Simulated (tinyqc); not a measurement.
# Capacitance shares from swing and barrier lowering

Problem. Below threshold the charge is negligible, so the band edge moves as -(aG Vg + aD Vd), aG = CG/CS, aD = CD/CS (CG, CD the capacitances of the barrier top to gate and drain, CS the total), and I goes as exp((aG Vg + aD Vd)/Vt) once Vd is well above Vt. Find aG, aD, CS and CD.

Inputs (values chosen for the exercise): temperature T = 300 K.

Constants: q = 1.602176634e-19 C, kB = 1.380649e-23 J/K, Vt = kB T/q. Results are converted to the units shown.

swing = 69.216778 mV/decade
DIBL = 56.976744 mV/V
CG = 17.708376 uF/cm^2

Solution. The swing is Vt ln 10/aG and the DIBL, -dVg/dVd at fixed current, is aD/aG.

aG = 0.860
aD = 0.0490
CS = 20.6 uF/cm^2
CD = 1.01 uF/cm^2

Computed by the program tinyqc: `OMP_NUM_THREADS=1 python tinyqc.py 2400173 2400174 out.jsonl`, one thread of a shared Intel Xeon 2.30GHz, about 0.01 s for the whole run.
